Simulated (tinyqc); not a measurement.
Shallow acceptor in the spherical model (Baldereschi-Lipari), strong spin-orbit limit: one step, computed by the program tinyqc. Command: `OMP_NUM_THREADS=1 python tinyqc.py 3006395 3006396 out.jsonl acceptor walk`. One thread of a shared host (Intel(R) Xeon(R) Processor @ 2.30GHz), about 0.01 s of CPU time with the checks.

The 1S(3/2) state has an s envelope f(r) and a d envelope g(r). In effective units they obey -(f'' + 2f'/r + 2f/r) + mu (g'' + 5g'/r + 3g/r^2) = E f and -(g'' + 2g'/r - 6g/r^2 + 2g/r) + mu (f'' - f'/r) = E g. The cubic term, the split-off band and the central cell are left out.

Problem. Lowest level in the small basis. H c = E S c with c^T S c = 1 and the largest component positive; the d weight is the part of the norm in g.

H (Ry*), rows f1, f2, g1, g2:
```
[[-0.9559, -0.8674142, 0.6699133, 0.9180068],
 [-0.8674142, 0.283689, 1.616788, 4.883668],
 [0.6699133, 1.616788, 0.6662333, 1.697883],
 [0.9180068, 4.883668, 1.697883, 8.482941]]
```

S, rows f1, f2, g1, g2:
```
[[1.000000, 0.700697, 0.000000, 0.000000],
 [0.700697, 1.000000, 0.000000, 0.000000],
 [0.000000, 0.000000, 1.000000, 0.552778],
 [0.000000, 0.000000, 0.552778, 1.000000]]
```

Give: E; coefficients; d weight.

Solution.

E = -2.037 Ry*

coefficients: f1 -0.0682, f2 0.9268, g1 -0.1309, g2 -0.3892

d weight = 0.2249
